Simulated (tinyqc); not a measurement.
Inside a calculation. Method: Born-Oppenheimer dynamics on the UHF/sto-3g surface (energies and gradients from PySCF), for H3, spin multiplicity 2. Computed by tinyqc, a small Python program that keeps every step (integrals from PySCF). Settings: charge = 0, multiplicity = 2, basis = sto-3g, time step (fs) = 0.5, steps = 16. Command: `OMP_NUM_THREADS=1 python tinyqc.py 30852 30853 out.jsonl` (the two numbers bound the seeds that draw the settings). One thread of a shared host (Intel(R) Xeon(R) Processor @ 2.60GHz), about 0.7 s of CPU time with the checks.

## Velocity Verlet step 1

positions (bohr), order 1H, 2H, 3H:
$$\begin{pmatrix}
0.0170 & 0.0699 & -0.0302 \\
-0.0227 & -0.0265 & 1.5590 \\
-0.0472 & 1.3077 & 0.7427
\end{pmatrix}$$

velocities (bohr per atomic time unit), order 1H, 2H, 3H:
$$\begin{pmatrix}
0.0003637 & 0.0004067 & -0.0006563 \\
-0.0000543 & -0.0006143 & 0.0008127 \\
-0.0003093 & 0.0002077 & -0.0001563
\end{pmatrix}$$

gradient (hartree/bohr), order 1H, 2H, 3H:
$$\begin{pmatrix}
-0.002940 & -0.136173 & 0.284408 \\
0.005314 & 0.215706 & -0.474741 \\
-0.002374 & -0.079533 & 0.190333
\end{pmatrix}$$

masses (electron masses): 1H 1837.1526, 2H 1837.1526, 3H 1837.1526

gradient after step 1 (hartree/bohr), order 1H, 2H, 3H:
$$\begin{pmatrix}
-0.001709 & -0.124616 & 0.213650 \\
0.004815 & 0.178772 & -0.378557 \\
-0.003106 & -0.054156 & 0.164907
\end{pmatrix}$$

dt = 0.5 fs = 20.6707 atomic units; x' = x + v dt - g dt^2 / (2m); after the new gradient g', v' = v - (g + g') dt / (2m).

positions after step 1 (bohr), order 1H, 2H, 3H:
$$\begin{pmatrix}
0.0249 & 0.0942 & -0.0769 \\
-0.0244 & -0.0642 & 1.6310 \\
-0.0534 & 1.3212 & 0.7173
\end{pmatrix}$$

velocities after step 1 (bohr per atomic time unit), order 1H, 2H, 3H:
$$\begin{pmatrix}
0.0003898 & 0.0018738 & -0.0034583 \\
-0.0001113 & -0.0028336 & 0.0056131 \\
-0.0002785 & 0.0009598 & -0.0021548
\end{pmatrix}$$

## Velocity Verlet step 2

gradient after step 2 (hartree/bohr), order 1H, 2H, 3H:
$$\begin{pmatrix}
0.000521 & -0.099068 & 0.116706 \\
0.003226 & 0.116528 & -0.237768 \\
-0.003746 & -0.017460 & 0.121061
\end{pmatrix}$$

As before.

positions after step 2 (bohr), order 1H, 2H, 3H:
$$\begin{pmatrix}
0.0331 & 0.1474 & -0.1732 \\
-0.0273 & -0.1436 & 1.7911 \\
-0.0588 & 1.3474 & 0.6536
\end{pmatrix}$$

velocities after step 2 (bohr per atomic time unit), order 1H, 2H, 3H:
$$\begin{pmatrix}
0.0003965 & 0.0031322 & -0.0053168 \\
-0.0001565 & -0.0044948 & 0.0090804 \\
-0.0002400 & 0.0013627 & -0.0037636
\end{pmatrix}$$

## Energy conservation

The total energy should stay constant up to terms of order dt^2; the step counts as short enough if it moves by less than 2 % of the largest kinetic energy.

Trajectory:
```
time (fs)  1H-2H (angstrom)  potential (hartree)  kinetic (hartree)  total (hartree)
0.0000               0.8428            -1.262015           0.001775        -1.260240
0.5000               0.9080            -1.320122           0.055861        -1.264260
1.0000               1.0513            -1.411259           0.144213        -1.267046
1.5000               1.2448            -1.485082           0.218159        -1.266923
2.0000               1.4673            -1.532201           0.266104        -1.266097
2.5000               1.7055            -1.558818           0.293384        -1.265434
3.0000               1.9528            -1.571955           0.307003        -1.264952
3.5000               2.2061            -1.577346           0.312771        -1.264575
4.0000               2.4644            -1.579746           0.315380        -1.264366
4.5000               2.7271            -1.581818           0.317452        -1.264366
5.0000               2.9931            -1.583497           0.319065        -1.264432
5.5000               3.2606            -1.583807           0.319380        -1.264427
6.0000               3.5273            -1.582768           0.318409        -1.264359
6.5000               3.7914            -1.581393           0.317103        -1.264289
7.0000               4.0516            -1.580761           0.316500        -1.264261
7.5000               4.3074            -1.581330           0.317045        -1.264285
8.0000               4.5590            -1.582716           0.318367        -1.264349
```

The total energy moves within 6.8e-03 hartree; that is over 2 % of the largest kinetic energy, so the time step is too long.
